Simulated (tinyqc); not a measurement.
# Changing the temperature T

Model: concentration-dependent dopant diffusion with charged defects and the built-in field. Computed by tinyqc, a small Python program. Command: `OMP_NUM_THREADS=1 python tinyqc.py 3024726 3024727 out.jsonl extrinsic sweep`. One thread of a shared host (Intel(R) Xeon(R) Processor @ 2.30GHz), about 0.5 s of CPU time with the checks.

A constant source C_s feeds a half space. The dopant moves through neutral point defects and through charged ones, whose number grows with the majority carrier density n.

Inputs (values chosen for the exercise, modelled on antimony in silicon): neutral prefactor D0x = 0.238 cm^2/s; neutral activation energy E0 = 3.66 eV; singly charged prefactor D01 = 16.3 cm^2/s; activation energy E1 = 4.09 eV; surface concentration C_s = 9.3e+19 1/cm^3; junction level C_B = 1e+15 1/cm^3; time t = 990 s.

Field enhancement: off.

Constants: k_B = 8.617333262e-05 eV/K.

Method:
- n_i = 3.87e16 T^1.5 exp(-7014/T) per cm^3 (T in kelvin, an empirical form); each D = prefactor x exp(-E/(k_B T)); the intrinsic diffusivity D_i is their sum.
- Temperatures in kelvin are T(C) + 273.15.
- n = C/2 + sqrt(C^2/4 + n_i^2); D(C) = h [Dx + D1 (n/n_i)], h = 1.
- With y = x/sqrt(D_s t), u = C/C_s and q = -(D/D_s) du/dy: du/dy = -q D_s/D, dq/dy = -(y/2) q D_s/D, u(0) = 1. The surface flux q(0) is shot so that u tends to 0 (LSODA, an adaptive multistep solver, relative tolerance 1e-10). Dose Q = 2 q(0) C_s sqrt(D_s t).
- The junction lies where C = C_B.

One run for each value:
```
temperature T (C)  junction depth x_j (nm)  enhancement D_s/D_i  n_i (1/cm^3)  intrinsic diffusivity D_i (cm^2/s)
850                                  10.97               15.248    2.8264e+18                          1.6222e-17
900                                  24.26               12.180    3.9372e+18                          8.8858e-17
950                                  50.70                9.820    5.3521e+18                          4.2689e-16
1000                                100.73                7.995    7.1191e+18                          1.8251e-15
1050                                191.30                6.576    9.2883e+18                          7.0306e-15
1100                                348.74                5.466    1.1910e+19                          2.4664e-14
1150                                612.56                4.594    1.5037e+19                          7.9528e-14
```

What does the table show, and why?

Over the rows, junction depth x_j (nm) rises from 11.0 to 613; enhancement D_s/D_i falls from 15.2 to 4.59. The enhancement drops as T rises, because n_i grows relative to C_s.

Caution (all rows): the built-in field is switched off although C_s exceeds n_i; with it D_s would be larger by the factor 1 + C_s/sqrt(C_s^2 + 4 n_i^2). Caution (all rows): at such concentrations dopants can cluster or exceed their solubility; the active fraction and the diffusivity then fall below the model.
